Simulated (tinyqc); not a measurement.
Length of a molecular wire: coherent transport through a tight-binding bridge. Computed by the program tinyqc. Command: `OMP_NUM_THREADS=1 python tinyqc.py 111238 111239 out.jsonl`; one thread of a shared host (Intel(R) Xeon(R) Processor @ 2.60GHz), about 1 s.

A uniform bridge between two chains:

| parameter | value |
|---|---|
| site energy (eV) | 4.440000 |
| hopping in the bridge (eV) | 1.360000 |
| lead hopping (eV) | 1.830000 |
| couplings (eV) | 0.68, 0.81 |
| E (eV) | 0.370000 |

T = Gamma_L Gamma_R |G_1n|^2 with the self-energies of semi-infinite chains.

Transmission against length:

| sites | T | ln T |
|---|---|---|
| 2 | 2.9150e-03 | -5.838 |
| 3 | 4.2589e-04 | -7.761 |
| 4 | 6.2499e-05 | -9.680 |
| 5 | 9.1778e-06 | -11.599 |
| 6 | 1.3478e-06 | -13.517 |
| 7 | 1.9795e-07 | -15.435 |
| 8 | 2.9071e-08 | -17.354 |
| 9 | 4.2695e-09 | -19.272 |
| 10 | 6.2703e-10 | -21.190 |

E lies outside the band of the bridge (|E - e|/2h = 1.496 > 1), so T decays as exp(-beta n) with beta = 2 arccosh(1.496) = 1.9183 a site; the last two rows give 1.9183.
